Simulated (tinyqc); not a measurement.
Inside a calculation. Model: admittance spectroscopy and thermally stimulated current of one trap level in a depletion layer. Computed by tinyqc, a small Python program that keeps every step. Command: `OMP_NUM_THREADS=1 python tinyqc.py 3110939 3110940 out.jsonl admit walk`. One thread of a shared host (Intel(R) Xeon(R) Processor @ 2.30GHz), about 0.01 s of CPU time with the checks. Intermediate numbers are printed to about 6 digits and carried at full precision; extremes and crossings named in words are read from the listed rows.

A Schottky junction on n-type material holds one donor-like electron trap; shallow donors are fully ionised and abrupt depletion edges are assumed.

Inputs (values chosen for the exercise, modelled on n-type GaAs): dielectric constant eps = 12.9; density-of-states mass m = 0.0696 m_0; shallow doping N = 2.7e+15 1/cm^3; trap density N_t = 1.6e+14 1/cm^3; trap depth E_t below the band = 0.592 eV; capture cross section sigma = 1e-14 cm^2; band bending V_b = 0.79 V; test frequency f = 1000 Hz; heating rate beta = 0.62 K/s.

Constants: k_B = 1.380649e-23 J/K; m_0 = 9.1093837015e-31 kg; h = 6.62607015e-34 J s; k_B = 8.617333262e-05 eV/K; eps_0 = 8.8541878128e-12 F/m; e = 1.602176634e-19 C.

## Temperature of the peak

N_c = 2 (2 pi m k_B T/h^2)^(3/2), v_th = sqrt(3 k_B T/m), emission rate e_n = sigma v_th N_c exp(-E_t/(k_B T)). Where the level crosses the Fermi level capture equals emission, so the trap follows the signal with the rate 2 e_n; G/omega peaks at omega = 2 e_n (the correction for large N_t/N is left out). Solve 2 e_n(T_p) = 2 pi f.

peak temperature T_p = 372.881 K

N_c at T_p = 6.38497e+17 1/cm^3

e_n at T_p = 3141.59 1/s

E_c - E_F = k_B T_p ln(N_c/N) = 0.175631 eV

## The capacitance step

With E_c - E_F = k_B T_p ln(N_c/N): lambda = sqrt(2 eps eps_0 (E_t - (E_c - E_F))/(e^2 N)); traps are empty and charged for x < x_t = w - lambda, and V_b = e (N w^2 + N_t x_t^2)/(2 eps eps_0). High frequency: C_hf = eps eps_0/w. Low frequency: C_lf = eps eps_0 (N + N_t)/(N w + N_t x_t).

lambda = 468.906 nm

depletion width w = 644.478 nm

crossing point x_t = 175.571 nm

C_hf = 17.7227 nF/cm^2

C_lf = 18.4747 nF/cm^2

step (C_lf - C_hf)/C_hf = 0.0424306

small-N_t estimate (N_t/N)(lambda/w) = 0.0431156

Reading N_t/N straight from the step would give 0.0424 against the true 0.0593: the factor lambda/w must be known.

## Scan in temperature at fixed frequency

With x = omega/(2 e_n): C = C_hf + (C_lf - C_hf)/(1 + x^2), G/omega = (C_lf - C_hf) x/(1 + x^2); C_hf and C_lf are held at their values at T_p.

Admittance:
```
T (K)  omega/(2 e_n)  C (nF/cm^2)  G/omega (nF/cm^2)
328.1        15.9659      17.7257           0.046916
343.1         5.8453      17.7441           0.124989
354.2         2.9285      17.8013           0.229969
365.4         1.5185      17.9502           0.345417
372.9         0.9989      18.0991           0.375993
380.3         0.6711      18.2412           0.347951
391.5         0.3777      18.3808           0.248564
406.4         0.1842      18.4500           0.133972
425.1         0.0800      18.4699           0.059801
```

The peak of G/omega is half the step, 0.376 nF/cm^2. Its full width is near 2 ln(2 + sqrt3) k_B T_p^2/(E_t + 2 k_B T_p) = 48.1 K.

## Arrhenius plot

T_p for 0.1, 0.3, 1, 3 and 10 f; least-squares lines of ln(e_n/T^2) and of ln(e_n) against 1/(k_B T), e_n = pi f; sigma = exp(intercept)/(v_th N_c/T^2).

Peaks:
```
f (Hz)  T_p (K)  1/(k_B T) (1/eV)  ln(e_n/T^2)  ln(e_n)
100     334.925           34.6481     -5.87791   5.7499
300     352.069           32.9610     -4.87914   6.8485
1000    372.881           31.1213     -3.79003   8.0525
3000    394.018           29.4518     -2.80169   9.1511
10000   419.946           27.6333     -1.72518  10.3551
```

depth from e_n/T^2 = 0.592 eV

cross section from the intercept = 1.00e-14 cm^2

depth without the T^2 = 0.656440 eV

Leaving out T^2 adds 64 meV, near 2 k_B T_p = 64 meV.

## Thermally stimulated current

Thermally stimulated current without retrapping: filled share n(T) = exp(-(1/beta) int e_n dT), current proportional to e_n n; the peak obeys beta (E_t/(k_B T^2) + 2/T) = e_n(T). The integral starts at 0.5 T_m and uses 4000 trapezoid steps to 1.2 T_m. Chen's first-order estimate from the full width W = T_2 - T_1 between the half-height points: E = 2.52 k_B T_m^2/W - 2 k_B T_m.

peak temperature T_m = 243.683 K

lower half-height T_1 = 232.666 K

upper half-height T_2 = 251.590 K

filled share at T_m = 0.390111

E_t/(k_B T_m) = 28.1918

symmetry factor (T_2 - T_m)/(T_2 - T_1) = 0.417827

depth by Chen's formula = 0.639396 eV

The slow ramp empties the trap at 244 K, far below the admittance peak at 373 K, since the rate asked for is 0.077 per second instead of 3100. Chen's formula, made for a constant prefactor, gives 47 meV more than E_t.

Checks made by the program: C_lf against dQ/dV by differences (relative difference below 1e-10); depth recovered (relative difference below 1e-10); peak of the integrated curve (relative difference 3e-05).
